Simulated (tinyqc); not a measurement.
## Van der Pauw, Hall and four-point-probe measurements on a doped layer: correction factor against the shape of the sample

A uniform p-type layer with sheet resistance Rs = 1/(q ns mu), point contacts, low field (mu B small).

Rs = 1/(q ns mu). For a rectangle with contacts at the corners, RA = (8 Rs/pi) sum_(k>=0) ln coth((2k + 1) pi a/(2 b)) with current along a short side b and voltage along the opposite one, RB the same with a and b exchanged. ar = a/b. F = Rs/[(pi/ln 2)(RA + RB)/2]; small-asymmetry estimate 1 - (ln 2/2) d^2 - ((ln 2)^2/4 - (ln 2)^3/12) d^4 with d = (RB - RA)/(RB + RA).

Inputs (values chosen for the exercise):
```
symbol,value,unit,meaning
ns,1.7e14,cm^-2,sheet density of the layer
mu,30,cm^2/(V s),drift mobility
```

Constants: q = 1.602176634e-19 C. Results are converted to the units shown.

Results:
```
ar	RA (ohm)	RB (ohm)	RB/RA	F	estimate of F
1	270.0	270.0	1.000	1.000	1.000
1.23	130.8	488.6	3.734	0.8718	0.8741
1.69	30.83	1003	32.55	0.5221	0.6213
1.91	15.44	1265	81.92	0.4217	0.5862
2.14	7.498	1543	205.8	0.3484	0.5713
2.37	3.640	1822	500.6	0.2958	0.5653
2.6	1.767	2103	1190	0.2566	0.5628
```

Estimate the missing row, ar = 1.46.

Computed row:
```
ar	RA (ohm)	RB (ohm)	RB/RA	F	estimate of F
1.46	63.50	738.0	11.62	0.6738	0.7082
```

With this row back in the table: RB/RA rises from 1.00 to 1190 and F falls from 1.00 to 0.257. The estimate is 5.1 % above F at a/b = 1.46 and 2.19 times it in the last row. RA shrinks about as exp(-pi a/b): by a factor of 2.06 between the last two rows, against 2.06.

tinyqc, about 0.04 s, one thread, Intel Xeon 2.30GHz (shared host): `OMP_NUM_THREADS=1 python tinyqc.py 2850204 2850205 out.jsonl`
